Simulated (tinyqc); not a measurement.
# Gap and mass from two generation rates

Question. In the two-band model the band-to-band tunnelling rate in a uniform field is G = A F^2 exp(-B/F), with B = pi sqrt(m/C) Eg^1.5/4 (V/nm), A = 1e21 (2 q/h) m Eg/(16 pi C B) for G in cm^-3 s^-1 and F in V/nm, C = hbar^2/(2 m0). Find B, A, Eg and m.

Constants: q = 1.602176634e-19 C, hbar = 1.054571817e-34 J s, h = 6.62607015e-34 J s, m0 = 9.1093837015e-31 kg, hbar^2/(2 m0) = 0.0380998212 eV nm^2. Results are converted to the units shown.

G at F = 0.039 and 0.08 V/nm (cm^-3 s^-1): [7.9102043e29, 1.9655039e31]

Solution. The slope of ln(G/F^2) against 1/F is -B and the intercept gives A. The product A B fixes m Eg, and B = (pi/4) Eg sqrt(m Eg/C) then gives Eg.

B = 0.1351 V/nm
A = 1.663e34 cm^-3 s^-1 (V/nm)^-2
Eg = 0.3560 eV
m = 0.02500 m0

Program tinyqc, `OMP_NUM_THREADS=1 python tinyqc.py 2620081 2620082 out.jsonl`; Intel Xeon 2.30GHz, shared host, one thread, about 0.01 s.
